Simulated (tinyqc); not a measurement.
X-ray photoelectron analysis of a thin oxide on a semiconductor: attenuation lengths, thickness, angle series and band offsets: one step, computed by the program tinyqc.

The same element is seen in the oxide and in the substrate, at nearly the same kinetic energy; films are flat and uniform, and the work function is ignored.

Question. Inelastic mean free paths. TPP-2M: lambda = E/(E_p^2 [b ln(c E) - C/E + D/E^2]) in angstrom, E_p = 28.8 sqrt(N_v rho/M), b = -0.10 + 0.944/sqrt(E_p^2 + E_g^2) + 0.069 rho^0.1, c = 0.191/sqrt(rho), U = N_v rho/M, C = 1.97 - 0.91 U, D = 53.4 - 20.8 U, with E = photon energy less binding energy in eV. Attenuation length L = factor x lambda.

Inputs (values chosen for the exercise, modelled on SiO2 on 4H-SiC):
```
quantity                                          value    unit
photon energy                                       650      eV
binding energy of the core level                  100.5      eV
oxide density                                      2.22  g/cm^3
oxide formula mass                                60.08   g/mol
valence electrons per oxide formula                  16       -
oxide gap                                          9.03      eV
substrate density                                  3.21  g/cm^3
substrate formula mass                             40.1   g/mol
valence electrons per substrate formula               8       -
substrate gap                                      3.26      eV
attenuation length over inelastic mean free path   0.88       -
```

Give: kinetic energy E; the table «Terms» with the columns E_p (eV), b, c, lambda (nm), for layer = oxide, substrate; L in the oxide; L in the substrate.

Answer.

kinetic energy E = 549.5 eV

Terms:
```
layer      E_p (eV)         b        c  lambda (nm)
oxide        22.144  0.014202  0.12819       1.9335
substrate    23.047  0.018091  0.10661       1.4520
```

L in the oxide = 1.7015 nm

L in the substrate = 1.2778 nm
